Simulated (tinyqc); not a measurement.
Solubility, supersaturation, precipitation and gettering of an impurity in a silicon-like host: one step, computed by the program tinyqc. Command: `OMP_NUM_THREADS=1 python tinyqc.py 3008962 3008963 out.jsonl ripen walk`. One thread of a shared host (Intel(R) Xeon(R) Processor @ 2.30GHz), about 0.01 s of CPU time with the checks.

The wafer was saturated at T1 and is then held at T.

Problem. Ham's law for sinks of fixed radius. tau0 = 1/(4 pi n r0 D); C_fixed(t) = C_eq + (C0 - C_eq) exp(-t/tau0). If all excess precipitates, the final radius is r_f = [r0^3 + 3 (C0 - C_eq)/(4 pi n C_p)]^(1/3), with tau_f = 1/(4 pi n r_f D).

Inputs (values chosen for the exercise, modelled on chromium in silicon): temperature of saturation T1 = 1300 K; anneal temperature T = 1070 K; sink density n = 7.4e+08 1/cm^3; initial sink radius r0 = 2.5 nm; impurity density in the precipitate C_p = 3e+22 1/cm^3; anneal time t = 400 s.

D(T) = 1.080277e-07 cm^2/s

C_eq(T) = 3.445596e+11 1/cm^3

C0 = 8.014841e+13 1/cm^3

Give: tau0; C_fixed(t); final radius r_f; tau_f.

Solution.

tau0 = 3981.8 s

C_fixed(t) = 7.2521e+13 1/cm^3

final radius r_f = 9.5603 nm

tau_f = 1041.2 s

The sinks grow 3.8 times, so the fixed radius underrates the later rate. Caution: the barrier to homogeneous nucleation is below 35 k_B T for these inputs, so new precipitates would form and outnumber the fixed sinks assumed here.
